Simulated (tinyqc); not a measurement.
Charge-trap memory cell: two steps of the calculation.

Channel, tunnel oxide, storage layer, blocking layer, gate. N electrons per area sit in a sheet at the centroid and shift the threshold by U = (q/eps0) N (tb/eb + xc tn/en). EOT = t1 + 3.9 (tn/en + tb/eb); tunnel field F = (Vg - U)/EOT; dN/dt = eta (J/q)(1 - N/Nm). Fowler-Nordheim: J = A F^2 exp(-B/F), A = q^2/(16 pi^2 hbar mo phi) (times 1e14 for A/cm^2 with F in V/nm, emitter mass m0), B = (4/3) sqrt(mo/C) phi^1.5, C = hbar^2/(2 m0).

Parameters, values chosen for the exercise; oxide values close to those of silicon dioxide, storage layer close to silicon nitride, blocking layer close to aluminium oxide:
- phi = 3.09 eV (tunnel barrier)
- mo = 0.48 m0 (tunnelling mass)
- t1 = 4.5 nm (tunnel oxide (permittivity 3.9))
- tn = 8 nm (storage layer)
- en = 7.1 (its relative permittivity)
- tb = 12.7 nm (blocking layer)
- eb = 9 (its relative permittivity)
- xc = 0.44 (charge centroid, share of tn counted from the blocking side)
- eta = 0.64 (capture efficiency of an empty layer)
- Nm = 1.2e13 cm^-2 (trap density)
- Vg = 17.2 V (gate voltage less flat band and surface potential)
- d0 = 9e-7 s (first time step)
- gr = 1.8 (growth of the step)
- n = 10 (steps)

Constants: q = 1.602176634e-19 C, hbar = 1.054571817e-34 J s, m0 = 9.1093837015e-31 kg, eps0 = 8.8541878128e-14 F/cm where lengths are in cm, hbar^2/(2 m0) = 0.0380998212 eV nm^2. Results are converted to the units shown.

Question 1. Constants of the stack. EOT, the shift for 1e12 electrons per cm^2, the shift with all traps full, and the starting field, current and rate.

Find: EOT; shift for 1e12 cm^-2; shift with all traps full; F(0); J(0); dN/dt at the start.

Answer 1.

EOT = 14.40 nm
shift for 1e12 cm^-2 = 0.3451 V
shift with all traps full = 4.141 V
F(0) = 1.195 V/nm
J(0) = 0.06700 A/cm^2
dN/dt at the start = 2.676e17 cm^-2 s^-1

Question 2. Midpoint steps of growing length. N(half) = N + (d/2) r(N), N(new) = N + d r(N(half)), r = dN/dt; the step starts at d0 and is multiplied by gr each time. Field in the blocking layer (3.9 F + q N/eps0)/eb.

Give: t; N; U; F; blocking field.

Answer 2.

t, step 0 to 10 (s): [0, 9.000e-7, 2.520e-6, 5.436e-6, 1.068e-5, 2.013e-5, 3.714e-5, 6.775e-5, 1.228e-4, 2.220e-4, 4.006e-4]
N, step 0 to 10 (cm^-2): [0, 2.253e11, 5.686e11, 1.050e12, 1.666e12, 2.387e12, 3.173e12, 3.991e12, 4.813e12, 5.624e12, 6.412e12]
U, step 0 to 10 (V): [0.000, 0.078, 0.196, 0.362, 0.575, 0.824, 1.095, 1.377, 1.661, 1.941, 2.212]
F, step 0 to 10 (V/nm): [1.195, 1.189, 1.181, 1.169, 1.155, 1.137, 1.119, 1.099, 1.079, 1.060, 1.041]
blocking field, step 0 to 10 (V/nm): [0.5177, 0.5199, 0.5232, 0.5279, 0.5339, 0.5409, 0.5485, 0.5565, 0.5645, 0.5723, 0.5800]

Range of the model: The Fowler-Nordheim form needs F t1 above phi; trap-assisted paths and leakage through the blocking layer are left out.

Computed by the program tinyqc: `OMP_NUM_THREADS=1 python tinyqc.py 2130033 2130034 out.jsonl`, one thread of a shared Intel Xeon 2.30GHz, about 0.07 s for the whole run.
